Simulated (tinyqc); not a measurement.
From results back to parameters: Koster-Slater impurity in an sp3s* host.

Problem. In the Koster-Slater model a defect shifts the s level of its site by Vs and the p levels by Vp; an A1 level solves 1/Vs = G_s(E) and a T2 level 1/Vp = G_p(E), E from the top of the valence band. A defect has an A1 level at E = 0.1521 eV, one of the energies of the table, and a T2 level at 1.0645 eV.

G(E) of the host (1/eV):

| E (eV) | G_s | G_p |
|---|---|---|
| 0.0000 | -0.0681503 | 0.1018382 |
| 0.1521 | -0.0807939 | 0.0653687 |
| 0.3041 | -0.0952892 | 0.0375793 |
| 0.4562 | -0.1123350 | 0.0128049 |
| 0.6083 | -0.1330114 | -0.0115034 |
| 0.7604 | -0.1591429 | -0.0374456 |
| 0.9124 | -0.1942065 | -0.0679088 |
| 1.0645 | -0.2462291 | -0.1088918 |
| 1.2166 | -0.3420941 | -0.1802786 |

Find: Vs, Vp.

Solution. Read G_s and G_p at the two energies and invert them. Vs is attractive and pulls its level down from the conduction bands. Vp is attractive and pulls its level down from the conduction bands.

Vs, Vp (eV): -12.4  -9.2

tinyqc: `OMP_NUM_THREADS=1 python tinyqc.py 1452507 1452508 out.jsonl`; about 0.01 s, one thread, shared Intel(R) Xeon(R) Processor @ 2.30GHz.
